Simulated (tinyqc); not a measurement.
# Pillar capacitor in an array: capacitance, non-linearity, leakage and relaxation: several studies

A film between two metal electrodes, each interface adding a series capacitance ci. The small-signal permittivity is ek (1 + aq E^2); the field is found with the linear permittivity. Leakage J = J0 sinh(E/Ef). After a voltage step the film passes a relaxation current kr C V tt^(-nr), tt being the time in seconds. The sidewall is a coaxial capacitor with radii a = dm/2 and b = dm/2 + t, depth AR dm; the end face is left out.

Inputs (values chosen for the exercise); permittivity of the order of that of titanium dioxide: relative permittivity of the film ek = 72.7; film thickness t = 9.4 nm; capacitance of each electrode interface (dead layer and screening) ci = 1000 uF/cm^2; quadratic field coefficient of the permittivity aq = 0.028 cm^2/MV^2; bias V = 1.1 V; exponent of the relaxation current nr = 0.986; strength of the relaxation kr = 0.00042; leakage prefactor J0 = 3.3e-10 A/cm^2; field for an e-fold rise of the leakage Ef = 0.32 MV/cm; diameter of the pillar dm = 110 nm; pitch of the square array pt = 220 nm; resistivity of the inner electrode rho = 1900 uohm cm; duration of the write pulse t0 = 1e-8 s.

Constants: eps0 = 8.8541878128e-14 F/cm where lengths are in cm. Results are converted to the units shown.

Each table varies one quantity; the others keep the values above.

## Capacitance, non-linearity and leakage against thickness

Planar film: Cf = eps0 ek/t, 1/C = 1/Cf + 2/ci, EOT = 3.9 eps0/C, effective permittivity C t/eps0, E = (V/t) C/Cf; quadratic coefficient [C(V)/C - 1]/V^2 with Cf (1 + aq E^2) in C(V).

Results:
```
t (nm)  C (uF/cm^2)  EOT (nm)  effective permittivity  E (MV/cm)  quadratic coefficient (ppm/V^2)  J (A/cm^2)
3.9          15.978   0.21612                  70.377     2.7304                         1.6589e5   8.3768e-7
5.5          11.436   0.30195                  71.037     1.9543                            86144   7.4087e-8
11           5.7841   0.59700                  71.859    0.98843                            22340   3.6145e-9
15           4.2548   0.81158                  72.081    0.72709                            12128   1.5836e-9
22           2.9089    1.1871                  72.277    0.49709                           5684.5  7.4515e-10
30           2.1365    1.6163                  72.389    0.36510                           3071.4  4.6368e-10
43           1.4925    2.3136                  72.483    0.25505                           1500.8  2.9177e-10
60           1.0705    3.2256                  72.544    0.18294                           772.79  1.9910e-10
```

Estimate the missing row, t = 7.7 nm.

Computed row:
```
t (nm)  C (uF/cm^2)  EOT (nm)  effective permittivity  E (MV/cm)  quadratic coefficient (ppm/V^2)  J (A/cm^2)
7.7          8.2223   0.41997                  71.504     1.4051                            44893   1.3315e-8
```

With this row back in the table: C falls from 16.0 to 1.07 uF/cm^2 while the effective permittivity goes from 70.4 to 72.5 (ek = 72.7). EOT is a straight line in t with slope 3.9/ek = 0.0536 and intercept 0.00691 nm. The quadratic coefficient goes as t^(-1.91) between the first two rows and t^(-1.99) between the last two (-2 without interfaces), and J falls by 3.62 decades. For t = 3.9 direct tunnelling, left out, would add to the leakage.

## Cell against the aspect ratio

Per length 1/c = ln(b/a)/(2 pi eps0 ek) + (1/a + 1/b)/(2 pi ci); cell capacitance c AR dm; per footprint over pt^2; fields c V/(2 pi eps0 ek r) at r = a and b; resistance of the inner electrode rho AR dm/(pi a^2); time constant R C/3 of the distributed line.

The same in every row: field at a (MV/cm) = 1.250; field at b (MV/cm) = 1.068.

Cell against the aspect ratio:
```
AR   cell capacitance (fF)  per footprint (uF/cm^2)  R (kohm)  R C/3 (ps)
5                    13.91                    28.73     1.100       5.098
10                   27.81                    57.47     2.199       20.39
20                   55.63                    114.9     4.398       81.56
30                   83.44                    172.4     6.598       183.5
50                   139.1                    287.3     11.00       509.8
70                   194.7                    402.3     15.39       999.1
100                  278.1                    574.7     21.99        2039
```

As AR goes from 5 to 100, the cell capacitance rises from 13.9 to 278 fF, the capacitance per footprint rises from 28.7 to 575 uF/cm^2, the ratio of the two fields stays at 1.17 and R C/3 rises from 5.10 to 2040 ps; the time constant goes as AR^(2.00) between the first two rows and AR^(2.00) between the last two.

## Charge lost after writing

Planar film: Cf = eps0 ek/t, 1/C = 1/Cf + 2/ci, EOT = 3.9 eps0/C, effective permittivity C t/eps0, E = (V/t) C/Cf. A capacitor written for t0 and then left open loses, as a share of C V, kr (tt^(1 - nr) - t0^(1 - nr))/(1 - nr) by relaxation and J tt/(C V) by leakage; both are taken as small, and rows far outside that range are left out.

The same in every row: leakage current (nA/cm^2) = 6.080.

Charge lost after writing:
```
tt (s)  relaxation current (nA/cm^2)  loss by relaxation (%)  loss by leakage (%)  total loss (%)
1e-6                         2.572e6                  0.1544             8.182e-8          0.1544
1e-5                         2.656e5                  0.2354             8.182e-7          0.2354
0.0001                       2.743e4                  0.3190             8.182e-6          0.3190
0.001                           2833                  0.4054             8.182e-5          0.4055
0.01                           292.6                  0.4946             8.182e-4          0.4955
0.1                            30.22                  0.5868             0.008182          0.5950
1                              3.121                  0.6820              0.08182          0.7638
10                            0.3223                  0.7802               0.8182           1.598
100                          0.03329                  0.8817                8.182           9.063
```

What does the table show?

The two currents are equal at tt = 0.509 s. The loss by relaxation grows from 0.154 to 0.882 %, by 0.0810 points over the first decade and 0.102 over the last, while the loss by leakage grows tenfold a decade. Leakage is the larger loss for tt = 10, 100 s. For tt = 100 the falling voltage would already cut the leakage, so the linear estimate overstates the loss.

tinyqc, about 0.01 s, one thread, Intel Xeon 2.30GHz (shared host): `OMP_NUM_THREADS=1 python tinyqc.py 2102111 2102112 out.jsonl`
